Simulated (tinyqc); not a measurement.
Worked calculation: Born-Oppenheimer dynamics on the unrestricted LDA (VWN5)/sto-3g surface (energies and gradients from PySCF), for H3, spin multiplicity 2. Computed by tinyqc, a small Python program that keeps every step (integrals from PySCF). Settings: charge = 0, multiplicity = 2, basis = sto-3g, functional = lda,vwn, time step (fs) = 1.0, steps = 16. Command: `OMP_NUM_THREADS=1 python tinyqc.py 20462 20463 out.jsonl` (the two numbers bound the seeds that draw the settings). One thread of a shared host (Intel(R) Xeon(R) Processor @ 2.60GHz), about 5 s of CPU time with the checks.

positions (bohr):
```
            x          y          z
1H   0.020787  -0.047243  -0.126612
2H   0.052912   0.043464   1.430523
3H  -0.017008  -0.037795  -1.536347
```

The total energy should stay constant up to terms of order dt^2; the step counts as short enough if it moves by less than 2 % of the largest kinetic energy.

Trajectory:
```
time (fs)  1H-2H (angstrom)  potential (hartree)  kinetic (hartree)  total (hartree)
0.000000           0.825572          -1.53570065         0.00005447      -1.53564618
1.000000           0.840499          -1.54341461         0.00683988      -1.53657473
2.000000           0.881088          -1.55618474         0.01874915      -1.53743559
3.000000           0.935988          -1.55976746         0.02252885      -1.53723861
4.000000           0.987588          -1.55465291         0.01788294      -1.53676997
5.000000           1.018921          -1.54702159         0.01062780      -1.53639380
6.000000           1.015155          -1.54253208         0.00640909      -1.53612299
7.000000           0.962598          -1.54534349         0.00929180      -1.53605169
8.000000           0.851730          -1.55583554         0.01873520      -1.53710034
9.000000           0.696815          -1.55719998         0.01738808      -1.53981190
10.000000          0.595480          -1.53374642         0.00187938      -1.53186704
11.000000          0.701419          -1.55780400         0.01796367      -1.53984033
12.000000          0.853311          -1.55376615         0.01664481      -1.53712134
13.000000          0.950282          -1.54026989         0.00429689      -1.53597300
14.000000          0.966901          -1.53704488         0.00123592      -1.53580896
15.000000          0.899086          -1.54708702         0.01072402      -1.53636300
16.000000          0.758190          -1.55950719         0.02035465      -1.53915253
```

Is the time step short enough?

No. The total energy moves within 8.0e-03 hartree; that is over 2 % of the largest kinetic energy, so the time step is too long.
